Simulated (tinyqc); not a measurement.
Frequency dispersion of an accumulation capacitance by border traps, distributed model: two steps of the calculation.

Traps spread evenly through the insulator exchange electrons with the semiconductor by tunnelling, with tau(x) = t0 exp(2 ka x) at depth x from the interface. The admittance per area Y seen at depth x obeys dY/dx = -Y^2/(i w eps0 eox) + q Nb ln(1 + i w tau)/tau, with Y(0) = i w Cs and w = 2 pi f; the gate sees Y(tox) = G + i w C. Working variable y = Y/(i w), in uF/cm^2. Cox = eps0 eox/tox.

Parameters, values chosen for the exercise; permittivity close to that of zirconium oxide: relative permittivity of the insulator eox = 22.2; insulator thickness tox = 8.6 nm; semiconductor capacitance in accumulation Cs = 2.4 uF/cm^2; density of border traps Nb = 2.2e19 cm^-3 eV^-1; decay constant of the wave function in the insulator ka = 3.3 1/nm; time constant of a trap at the interface t0 = 7e-9 s; frequency f = 1e5 Hz; depth down to which the steps are taken xe = 1.6 nm.

Constants: q = 1.602176634e-19 C, eps0 = 8.8541878128e-14 F/cm where lengths are in cm. Results are converted to the units shown.

Problem 1. Scales and lumped estimate. Cox; trap-free value 1/(1/Cox + 1/Cs); response depth d = ln(1/(w t0))/(2 ka), where w tau = 1; lumped estimate: all traps within d act as C_bt = q Nb d placed at d/2, so C = 1/{1/[1/(1/Cs + d/(2 eps0 eox)) + C_bt] + (tox - d/2)/(eps0 eox)}.

Give: Cox; trap-free C; d; C_bt; lumped C.

Solution 1.

Cox = 2.286 uF/cm^2
trap-free C = 1.171 uF/cm^2
d = 0.8222 nm
C_bt = 0.2898 uF/cm^2
lumped C = 1.242 uF/cm^2

The traps within reach amount to 0.121 Cs and lie in the first 9.56 % of the insulator.

Problem 2. Capacitance and conductance at the gate. Beyond xe the traps are ignored, so 1/y(tox) = 1/y(xe) + (tox - xe)/(eps0 eox); C = Re y, G/w = -Im y, loss tangent G/(w C).

y at xe = 2.2744922-0.0703249i uF/cm^2

Give: y at the gate; C; G/w; loss tangent.

Solution 2.

y at the gate = 1.2569-0.0215i uF/cm^2
C = 1.2569 uF/cm^2
G/w = 0.021462 uF/cm^2
loss tangent = 0.017075

Program tinyqc, `OMP_NUM_THREADS=1 python tinyqc.py 2202064 2202065 out.jsonl`; Intel Xeon 2.30GHz, shared host, one thread, about 0.5 s.
